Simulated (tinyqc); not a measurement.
# Pull-up strength from the switching point

Inverse problem. Transistor (EKV form, voltages against the body): I = 2 n b Vt^2 [F(vp - Vs) - F(vp - Vd)] from drain to source, F(v) = ln^2(1 + exp(v/(2 Vt))), vp = (Vg - VT + sg |Vd - Vs|)/n. n-channel bodies are at 0; for the p-channel device all voltages are counted down from Vdd. b in uA/V^2 gives I in uA. In an inverter In(Vg = Vd = VM) equals Ip at the switching point VM. Find bp and the current there.

Inputs (values chosen for the exercise):
- T = 250 K (temperature)
- Vdd = 0.8 V (supply voltage)
- n = 1.27 (slope factor)
- sg = 0.039 (drain-induced barrier lowering)
- VTn = 0.28 V (n-channel threshold)
- VTp = 0.29 V (p-channel threshold (magnitude))
- bn = 220 uA/V^2 (gain factor of the pull-down transistor)

Constants: q = 1.602176634e-19 C, kB = 1.380649e-23 J/K, Vt = kB T/q. Results are converted to the units shown.

VM = 0.395187683 V

Solution. Ip is proportional to bp, so bp is In(VM) over the p-channel current for unit b.

bp = 220 uA/V^2
current at VM = 1.59 uA

Computed by the program tinyqc: `OMP_NUM_THREADS=1 python tinyqc.py 2340020 2340021 out.jsonl`, one thread of a shared Intel Xeon 2.30GHz, about 0.04 s for the whole run.
